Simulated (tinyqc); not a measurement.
# Trench capacitor in an array: capacitance, non-linearity, leakage and relaxation: what changes with what

A film between two metal electrodes, each interface adding a series capacitance ci. The small-signal permittivity is ek (1 + aq E^2); the field is found with the linear permittivity. Leakage J = J0 sinh(E/Ef). After a voltage step the film passes a relaxation current kr C V tt^(-nr), tt being the time in seconds. The sidewall is a coaxial capacitor with radii a = dm/2 - t and b = dm/2, depth AR dm; the end face is left out.

Parameters, values chosen for the exercise; permittivity of the order of that of silicon nitride:

| symbol | value | unit | meaning |
|---|---|---|---|
| ek | 7.06 |  | relative permittivity of the film |
| t | 28 | nm | film thickness |
| ci | 1000 | uF/cm^2 | capacitance of each electrode interface (dead layer and screening) |
| aq | 0.0028 | cm^2/MV^2 | quadratic field coefficient of the permittivity |
| V | 1.2 | V | bias |
| nr | 0.965 |  | exponent of the relaxation current |
| kr | 0.0013 |  | strength of the relaxation |
| J0 | 3.4e-10 | A/cm^2 | leakage prefactor |
| Ef | 0.48 | MV/cm | field for an e-fold rise of the leakage |
| dm | 170 | nm | diameter of the hole |
| AR | 10 |  | aspect ratio, depth over diameter |
| pt | 280 | nm | pitch of the square array |
| rho | 1100 | uohm cm | resistivity of the inner electrode |
| t0 | 1e-7 | s | duration of the write pulse |

Constants: eps0 = 8.8541878128e-14 F/cm where lengths are in cm. Results are converted to the units shown.

Each table varies one quantity; the others keep the values above.

## Capacitance, non-linearity and leakage against thickness

Planar film: Cf = eps0 ek/t, 1/C = 1/Cf + 2/ci, EOT = 3.9 eps0/C, effective permittivity C t/eps0, E = (V/t) C/Cf; quadratic coefficient [C(V)/C - 1]/V^2 with Cf (1 + aq E^2) in C(V).

Capacitance, non-linearity and leakage against thickness:
```
t (nm)  C (uF/cm^2)  EOT (nm)  effective permittivity  E (MV/cm)  quadratic coefficient (ppm/V^2)  J (A/cm^2)
2.5           2.488     1.388                   7.025      4.776                          4.412e4    3.563e-6
3.7           1.684     2.051                   7.036      3.232                          2.024e4    1.429e-7
5.5           1.134     3.045                   7.044      2.177                             9193    1.585e-8
8.2          0.7612     4.537                   7.049      1.461                             4145    3.561e-9
12           0.5204     6.636                   7.053     0.9990                             1938    1.341e-9
18           0.3470     9.950                   7.055     0.6662                            862.4   6.387e-10
27           0.2314     14.92                   7.057     0.4442                            383.6   3.616e-10
40           0.1562     22.10                   7.058     0.2999                            174.8   2.265e-10
60           0.1042     33.15                   7.059     0.2000                            77.73   1.458e-10
```

What does the table show?

C falls from 2.49 to 0.104 uF/cm^2 while the effective permittivity goes from 7.02 to 7.06 (ek = 7.06). EOT is a straight line in t with slope 3.9/ek = 0.552 and intercept 0.00691 nm. The quadratic coefficient goes as t^(-1.99) between the first two rows and t^(-2.00) between the last two (-2 without interfaces), and J falls by 4.39 decades. For t = 2.5, 3.7 direct tunnelling, left out, would add to the leakage.

## Cell against the film thickness

Per length 1/c = ln(b/a)/(2 pi eps0 ek) + (1/a + 1/b)/(2 pi ci); cell capacitance c AR dm; per footprint over pt^2; fields c V/(2 pi eps0 ek r) at r = a and b; resistance of the inner electrode rho AR dm/(pi a^2); time constant R C/3 of the distributed line.

Cell against the film thickness:
```
t (nm)  cell capacitance (fF)  per footprint (uF/cm^2)  field at a (MV/cm)  field at b (MV/cm)  R (kohm)  R C/3 (ps)
9.3                     5.755                    7.340               1.366               1.217     1.039       1.992
13                      4.019                    5.126               1.003              0.8497     1.148       1.538
17                      2.990                    3.814              0.7903              0.6322     1.287       1.283
23                      2.115                    2.698              0.6131              0.4472     1.548       1.092
31                      1.471                    1.876              0.4896              0.3111     2.041       1.001
42                     0.9795                    1.249              0.4094              0.2071     3.219       1.051
56                     0.6207                   0.7918              0.3847              0.1312     7.078       1.464
```

As t goes from 9.3 to 56, the cell capacitance falls from 5.75 to 0.621 fF, the capacitance per footprint falls from 7.34 to 0.792 uF/cm^2, the ratio of the two fields rises from 1.12 to 2.93 and R C/3 goes from 1.99 through a minimum of 1.00 (at t = 31 among the rows listed) to 1.46 ps; the time constant goes as t^(-0.77) between the first two rows and t^(1.15) between the last two.

## Charge lost after writing

Planar film: Cf = eps0 ek/t, 1/C = 1/Cf + 2/ci, EOT = 3.9 eps0/C, effective permittivity C t/eps0, E = (V/t) C/Cf. A capacitor written for t0 and then left open loses, as a share of C V, kr (tt^(1 - nr) - t0^(1 - nr))/(1 - nr) by relaxation and J tt/(C V) by leakage; both are taken as small, and rows far outside that range are left out.

The same in every row: leakage current (nA/cm^2) = 0.3454.

Charge lost after writing:
```
tt (s)  relaxation current (nA/cm^2)  loss by relaxation (%)  loss by leakage (%)  total loss (%)
1e-6                         2.146e5                  0.1773             1.290e-7          0.1773
1e-5                         2.327e4                  0.3695             1.290e-6          0.3695
0.0001                          2522                  0.5779             1.290e-5          0.5779
0.001                          273.4                  0.8037             1.290e-4          0.8038
0.01                           29.63                   1.048             0.001290           1.050
0.1                            3.212                   1.314              0.01290           1.327
1                             0.3481                   1.601               0.1290           1.730
10                           0.03773                   1.913                1.290           3.203
100                         0.004090                   2.251                12.90           15.15
```

What does the comparison show?

The two currents are equal at tt = 1.01 s. The loss by relaxation grows from 0.177 to 2.25 %, by 0.192 points over the first decade and 0.338 over the last, while the loss by leakage grows tenfold a decade. Leakage is the larger loss for tt = 100 s. For tt = 100 the falling voltage would already cut the leakage, so the linear estimate overstates the loss.

Program tinyqc, `OMP_NUM_THREADS=1 python tinyqc.py 2102053 2102054 out.jsonl`; Intel Xeon 2.30GHz, shared host, one thread, about 0.01 s.
